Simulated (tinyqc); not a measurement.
RKS/PBE in the 3-21g basis, for H3+, spin multiplicity 1, step by step (part 2 of 2). Computed by tinyqc, a small Python program that keeps every step (integrals from PySCF). Command: `OMP_NUM_THREADS=1 python tinyqc.py 29568 29569 out.jsonl` (the two numbers bound the seeds that draw the settings). One thread of a shared host (Intel(R) Xeon(R) Processor @ 2.60GHz), about 0.5 s of CPU time with the checks.

Geometry (angstrom):
```
atom        x        y         z
H     0.00000  0.00000   0.00000
H     0.00000  0.00000   1.14400
H     0.00000  0.00000  -1.14400
```

## Iteration 6 (converged): orbitals

converged F (hartree):
```
          1H 1s     1H 2s     2H 1s     2H 2s     3H 1s     3H 2s
1H 1s  -0.28505  -0.58270  -0.22761  -0.34578  -0.22761  -0.34578
1H 2s  -0.58270  -0.60515  -0.34729  -0.43681  -0.34729  -0.43681
2H 1s  -0.22761  -0.34729  -0.30562  -0.56691  -0.00246  -0.06409
2H 2s  -0.34578  -0.43681  -0.56691  -0.52306  -0.06409  -0.16580
3H 1s  -0.22761  -0.34729  -0.00246  -0.06409  -0.30562  -0.56691
3H 2s  -0.34578  -0.43681  -0.06409  -0.16580  -0.56691  -0.52306
```

X:
```
          1H 1s     1H 2s     2H 1s     2H 2s     3H 1s     3H 2s
1H 1s   1.26022  -0.57369   0.01151   0.06131   0.01151   0.06131
1H 2s  -0.57369   2.11012   0.01340  -0.72979   0.01340  -0.72979
2H 1s   0.01151   0.01340   1.24069  -0.48367  -0.00876   0.02558
2H 2s   0.06131  -0.72979  -0.48367   1.60264   0.02558   0.20223
3H 1s   0.01151   0.01340  -0.00876   0.02558   1.24069  -0.48367
3H 2s   0.06131  -0.72979   0.02558   0.20223  -0.48367   1.60264
```

Diagonalise F' = X^T F X, C = X C', fill 1 alpha and 1 beta electrons from the bottom; D = 2 C_occ C_occ^T. Each column has its largest component positive (the first on a tie).

F' = X^T F X (hartree):
```
          1         2         3         4         5         6
1   0.13420  -0.56619  -0.05930  -0.04102  -0.05930  -0.04102
2  -0.56619  -0.00740  -0.08551  -0.15199  -0.08551  -0.15199
3  -0.05930  -0.08551   0.07778  -0.52283   0.00382   0.03969
4  -0.04102  -0.15199  -0.52283  -0.08011   0.03969  -0.01803
5  -0.05930  -0.08551   0.00382   0.03969   0.07778  -0.52283
6  -0.04102  -0.15199   0.03969  -0.01803  -0.52283  -0.08011
```

orbital energies (hartree): MO1 -0.75319, MO2 -0.56068, MO3 -0.26086, MO4 0.46884, MO5 0.57256, MO6 0.65548

coefficients C:
```
           MO1       MO2       MO3       MO4       MO5       MO6
1H 1s  0.28174   0.00000   0.32116  -0.33290   0.00000  -1.27739
1H 2s  0.37460   0.00000   1.26904  -0.13231   0.00000   2.01965
2H 1s  0.22019   0.31655  -0.21305  -0.84910  -0.90002   0.22184
2H 2s  0.17478   0.50218  -0.85717   0.86232   0.92631  -0.87245
3H 1s  0.22019  -0.31655  -0.21305  -0.84910   0.90002   0.22184
3H 2s  0.17478  -0.50218  -0.85717   0.86232  -0.92631  -0.87245
```

D after iteration 6:
```
         1H 1s    1H 2s    2H 1s    2H 2s    3H 1s    3H 2s
1H 1s  0.15875  0.21108  0.12407  0.09848  0.12407  0.09848
1H 2s  0.21108  0.28065  0.16496  0.13094  0.16496  0.13094
2H 1s  0.12407  0.16496  0.09696  0.07697  0.09696  0.07697
2H 2s  0.09848  0.13094  0.07697  0.06109  0.07697  0.06109
3H 1s  0.12407  0.16496  0.09696  0.07697  0.09696  0.07697
3H 2s  0.09848  0.13094  0.07697  0.06109  0.07697  0.06109
```

## Convergence

Stop when the energy changes by less than 1e-09 hartree and every element of the error matrix X^T (F D S - S D F) X is below 9e-06.

Course of the cycle:
```
iteration  E (hartree)     change  largest element of the error matrix
1           -1.1663178          -                             2.02e-01
2           -1.2129587  -4.66e-02                             7.16e-02
3           -1.2281213  -1.52e-02                             1.82e-03
4           -1.2281276  -6.32e-06                             5.72e-04
5           -1.2281278  -2.37e-07                             3.98e-06
6           -1.2281278  -6.33e-11                             5.37e-08
```

PySCF RKS in the same basis, fine grid = -1.2281503 hartree

Converged in 6 iterations. The coarse grid moves the energy by +2.24e-05 hartree.

## Populations, bond orders and dipole

overlap S:
```
         1H 1s    1H 2s    2H 1s    2H 2s    3H 1s    3H 2s
1H 1s  1.00000  0.64590  0.12471  0.31861  0.12471  0.31861
1H 2s  0.64590  1.00000  0.31861  0.65176  0.31861  0.65176
2H 1s  0.12471  0.31861  1.00000  0.64590  0.00037  0.03839
2H 2s  0.31861  0.65176  0.64590  1.00000  0.03839  0.18045
3H 1s  0.12471  0.31861  0.00037  0.03839  1.00000  0.64590
3H 2s  0.31861  0.65176  0.03839  0.18045  0.64590  1.00000
```

Mulliken: Z minus the diagonal of D S on the atom; Loewdin: the same with S^(1/2) D S^(1/2); Mayer order: 2 sum_s sum (D(s) S)_ij (D(s) S)_ji over the two atoms.

Charges (e):
```
atom  Mulliken   Loewdin
1H    -0.08158  -0.00638
2H     0.54079   0.50319
3H     0.54079   0.50319
```

Mayer bond orders:
```
pair    order
2-1   0.49667
3-1   0.49667
3-2   0.21087
```

dipole moment about the origin, x y z (debye): 0.00000  0.00000  0.00000
